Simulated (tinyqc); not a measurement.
Deep-level transient spectroscopy (DLTS) of one majority-carrier trap: one step, computed by the program tinyqc. Command: `OMP_NUM_THREADS=1 python tinyqc.py 3025569 3025570 out.jsonl dlts walk`. One thread of a shared host (Intel(R) Xeon(R) Processor @ 2.30GHz), about 0.04 s of CPU time with the checks.

A filling pulse loads the traps in a one-sided junction; under reverse bias they empty at the rate e, and the capacitance relaxes as C(t) = C_0 - dC exp(-e t). The signal is S = [C(t_2) - C(t_1)]/dC.

Problem. Rate window and signal. S(e) = exp(-e t_1) - exp(-e t_2) peaks at the rate window e_0 = ln(t_2/t_1)/(t_2 - t_1).

Inputs (values chosen for the exercise, with mass and screening modelled on silicon): gate time t_1 = 0.0003 s; ratio t_2/t_1 = 10; temperature T = 139 K.

Carriers: electrons. Extra term: none.

emission rate e = 6.739292 1/s

Give: rate window e_0; peak height S_max; signal at T.

Solution.

rate window e_0 = 852.8 1/s

peak height S_max = 0.6968

signal at T = 0.01800

At this T the trap empties slower than the window, by a factor 127: the point lies on the low-temperature side of the peak.
